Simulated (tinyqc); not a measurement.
Vacuum evaporation: vapour pressure, source flux, thickness distribution, purity and step coverage: one step, computed by the program tinyqc.

Molecular flow, unit sticking of the metal, no re-evaporation. The background gas is taken as water vapour (18.015 g/mol, collision diameter 0.37 nm) at 300 K.

Task: Rate and uniformity on a fixed wafer above the source. A small source emits (n + 1) Phi area cos^n(phi)/(2 pi) per solid angle; on a parallel plane at height h and lateral distance l the arrival rate is (n + 1) Phi area/(2 pi h^2) x (1 + (l/h)^2)^(-(n + 3)/2). Growth rate = arrival rate x m/rho, m = M u. The wafer is fixed and centred above the source.

Inputs (values chosen for the exercise, modelled on aluminium, with constants for the liquid):
```
quantity                    value    unit
molar mass M                26.98   g/mol
film density rho              2.7  g/cm^3
source temperature T         1420       K
source area                   0.8    cm^2
directionality n                1       -
source-to-wafer distance h     41      cm
wafer radius R                 15      cm
```

flux Phi = 4.249859e+17 1/(cm^2 s)

Constants: u = 1.6605390666e-27 kg.

Give: arrival rate at the centre; growth rate at the centre; edge over centre; non-uniformity (max - min)/(max + min); share of the material that lands on the wafer, 1 - (1 + (R/h)^2)^(-(n + 1)/2).

Result:

arrival rate at the centre = 6.4379e+13 1/(cm^2 s)

growth rate at the centre = 0.010683 nm/s

edge over centre = 0.77784

non-uniformity (max - min)/(max + min) = 12.496 %

share of the material that lands on the wafer, 1 - (1 + (R/h)^2)^(-(n + 1)/2) = 11.805 %
